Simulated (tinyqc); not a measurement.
Dopant redistribution at a moving silicon-oxide interface during parabolic oxidation: one step, computed by the program tinyqc. Command: `OMP_NUM_THREADS=1 python tinyqc.py 3022647 3022648 out.jsonl segox walk`. One thread of a shared host (Intel(R) Xeon(R) Processor @ 2.30GHz), about 0.01 s of CPU time with the checks.

Uniformly doped silicon is oxidised with x_ox = sqrt(B t); the interface advances into the silicon by alpha x_ox, alpha = 0.44. The dopant does not move in the oxide, and at the interface C(silicon) = m C(oxide).

Problem. Interface concentration. With the dopant diffusivity D and s = alpha x_ox/(2 sqrt(D t)), in the silicon C = C_B + (C_s - C_B) erfc(y/(2 sqrt(D t)))/erfc(s), y from the original surface. Dopant balance at the interface gives C_s/C_B = 1/[1 + (1/(m alpha) - 1) g], g = sqrt(pi) s exp(s^2) erfc(s).

Inputs (values chosen for the exercise, modelled on arsenic in silicon under steam): segregation coefficient m = C(silicon)/C(oxide) = 12; bulk doping C_B = 2.7e+15 1/cm^3; temperature T = 1025 C.

s = 4.008013

Give: g; ratio C_s/C_B; C_s in the silicon; concentration in the oxide.

Solution.

g = 0.9714

ratio C_s/C_B = 4.704

C_s in the silicon = 1.270e+16 1/cm^3

concentration in the oxide = 1.058e+15 1/cm^3

m alpha = 5.280: the oxide rejects dopant, which piles up in the silicon. For a very fast interface the ratio would tend to m alpha. Caution: parabolic growth needs an oxide much thicker than the Deal-Grove length A, which fails for thin films and low temperatures; oxidation-enhanced or retarded diffusion is ignored.
